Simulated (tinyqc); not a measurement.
UHF in the sto-6g basis, for Li, spin multiplicity 2, step by step. One step of it, computed by the program tinyqc.

Question. Iteration 2: building the Fock matrix. J_ij = sum D_kl (ij|kl) with D = D(alpha) + D(beta), K_ij = sum D_kl (ik|jl) for each spin; F = H + J - K(s); E = tr D H + tr D J / 2 - 0.5 sum_s tr D(s) K(s) + E_nn.

D(alpha) after iteration 1, lower triangle:
```
,1Li 1s,1Li 2s,1Li 2px,1Li 2py,1Li 2pz
1Li 1s,1.058845
1Li 2s,-0.249614,1.058845
1Li 2px,0.000000,0.000000,0.000000
1Li 2py,0.000000,0.000000,0.000000,0.000000
1Li 2pz,0.000000,0.000000,0.000000,0.000000,0.000000
```

D(beta) after iteration 1, lower triangle:
```
,1Li 1s,1Li 2s,1Li 2px,1Li 2py,1Li 2pz
1Li 1s,0.996578
1Li 2s,0.006334,0.000435
1Li 2px,0.000000,0.000000,0.000000
1Li 2py,0.000000,0.000000,0.000000,0.000000
1Li 2pz,0.000000,0.000000,0.000000,0.000000,0.000000
```

core Hamiltonian H = T + V (hartree), lower triangle:
```
,1Li 1s,1Li 2s,1Li 2px,1Li 2py,1Li 2pz
1Li 1s,-4.450402
1Li 2s,-0.939085,-1.093522
1Li 2px,0.000000,0.000000,-0.879985
1Li 2py,0.000000,0.000000,0.000000,-0.879985
1Li 2pz,0.000000,0.000000,0.000000,0.000000,-0.879985
```

Two-electron integrals (ij|kl) in chemists' order, unique and non-zero (hartree):
```
i,j,k,l,(ij|kl)
1,1,1,1,1.681247
2,1,1,1,0.242603
2,1,2,1,0.044507
2,2,1,1,0.397190
2,2,2,1,0.090279
2,2,2,2,0.290625
3,1,3,1,0.009437
3,2,3,1,0.014261
3,2,3,2,0.064236
3,3,1,1,0.397190
3,3,2,1,0.090279
3,3,2,2,0.290625
3,3,3,3,0.313125
4,1,4,1,0.009437
4,2,4,1,0.014261
4,2,4,2,0.064236
4,3,4,3,0.016875
4,4,1,1,0.397190
4,4,2,1,0.090279
4,4,2,2,0.290625
4,4,3,3,0.279374
4,4,4,4,0.313125
5,1,5,1,0.009437
5,2,5,1,0.014261
5,2,5,2,0.064236
5,3,5,3,0.016875
5,4,5,4,0.016875
5,5,1,1,0.397190
5,5,2,1,0.090279
5,5,2,2,0.290625
5,5,3,3,0.279374
5,5,4,4,0.279374
5,5,5,5,0.313125
```

nuclear repulsion = 0 hartree

Give: Coulomb J; exchange K(alpha); exchange K(beta); F(alpha); F(beta); total energy of this density.

Answer.

Coulomb J (hartree), lower triangle:
```
,1Li 1s,1Li 2s,1Li 2px,1Li 2py,1Li 2pz
1Li 1s,3.7584
1Li 2s,0.5726,1.0803
1Li 2px,0.0000,0.0000,1.0803
1Li 2py,0.0000,0.0000,0.0000,1.0803
1Li 2pz,0.0000,0.0000,0.0000,0.0000,1.0803
```

exchange K(alpha) (hartree), lower triangle:
```
,1Li 1s,1Li 2s,1Li 2px,1Li 2py,1Li 2pz
1Li 1s,1.7062
1Li 2s,0.2422,0.3098
1Li 2px,0.0000,0.0000,0.0709
1Li 2py,0.0000,0.0000,0.0000,0.0709
1Li 2pz,0.0000,0.0000,0.0000,0.0000,0.0709
```

exchange K(beta) (hartree), lower triangle:
```
,1Li 1s,1Li 2s,1Li 2px,1Li 2py,1Li 2pz
1Li 1s,1.6786
1Li 2s,0.2446,0.0456
1Li 2px,0.0000,0.0000,0.0096
1Li 2py,0.0000,0.0000,0.0000,0.0096
1Li 2pz,0.0000,0.0000,0.0000,0.0000,0.0096
```

F(alpha) (hartree), lower triangle:
```
,1Li 1s,1Li 2s,1Li 2px,1Li 2py,1Li 2pz
1Li 1s,-2.3982
1Li 2s,-0.6087,-0.3230
1Li 2px,0.0000,0.0000,0.1294
1Li 2py,0.0000,0.0000,0.0000,0.1294
1Li 2pz,0.0000,0.0000,0.0000,0.0000,0.1294
```

F(beta) (hartree), lower triangle:
```
,1Li 1s,1Li 2s,1Li 2px,1Li 2py,1Li 2pz
1Li 1s,-2.3706
1Li 2s,-0.6111,-0.0588
1Li 2px,0.0000,0.0000,0.1907
1Li 2py,0.0000,0.0000,0.0000,0.1907
1Li 2pz,0.0000,0.0000,0.0000,0.0000,0.1907
```

total energy of this density = -7.398316 hartree

This density is a damped mixture and is not idempotent.
